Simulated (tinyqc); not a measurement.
The solidus: solid solubility of a dopant against its melt (retrograde solidus), clustering and the electrically active fraction. Computed by tinyqc, a small Python program. Command: `OMP_NUM_THREADS=1 python tinyqc.py 3028740 3028741 out.jsonl retro walk`. One thread of a shared host (Intel(R) Xeon(R) Processor @ 2.30GHz), about 0.01 s of CPU time with the checks.

Inputs (values chosen for the exercise, for a model dopant): melting point of the host T_m = 1687 K; heat of melting of the host H_f = 50.2 kJ/mol; interaction L of the melt = 10 kJ/mol; enthalpy of transfer from melt to solid H = 0.973 eV; entropy of transfer S = -0.23 k_B; site density N0 = 5e+22 1/cm^3.

Constants: R = 8.314462618 J/(mol K); k_B = 8.617333262e-05 eV/K; e = 1.602176634e-19 C; N_A = 6.02214076e+23 1/mol.

Method. x_l and x_s are atom fractions of the dopant in melt and solid; the solid is dilute. Liquidus of the host: R T ln(1 - x_l) + L x_l^2 = -H_f (1 - T/T_m). Distribution: k = x_s/x_l = exp[L (1 - x_l)^2/(R T)] exp(S/k_B - H/(k_B T)), the first factor being the activity coefficient in the melt. Solubility = x_s N0; at T_m x_l = 0. The largest x_s N0 between 900 K and T_m. For an ideal melt with constant heats the maximum has x_l = H_f/(H + H_f), H in the same units.

largest solubility = 1.28090e+19 1/cm^3

temperature of the maximum = 1536.96 K

Against temperature:
```
T (K)      x_l          k  solubility (1/cm^3)  over the maximum
1000   0.97258  0.0000099           4.8272e+17           0.03769
1100   0.94411  0.0000278           1.3112e+18           0.10237
1200   0.89519  0.0000658           2.9469e+18           0.23006
1300   0.81307  0.0001387           5.6386e+18           0.44021
1400   0.67561  0.0002734           9.2341e+18           0.72091
1500   0.45969  0.0005403           1.2418e+19           0.96952
1580   0.25238  0.0009578           1.2087e+19           0.94360
1640   0.10471  0.0014633           7.6612e+18           0.59811
1675   0.02578  0.0018557           2.3919e+18           0.18673
```

What follows from these numbers?

Between the first rows the Arrhenius energy of the solubility is 0.95 eV, against H = 0.973 eV; it shrinks to zero at 1537 K and turns negative beyond. A crystal saturated at the maximum precipitates dopant-rich liquid on cooling and on heating alike. Below a eutectic or compound temperature another phase would set the limit.

Extremes, crossings and ranges named in words are read from the listed rows.
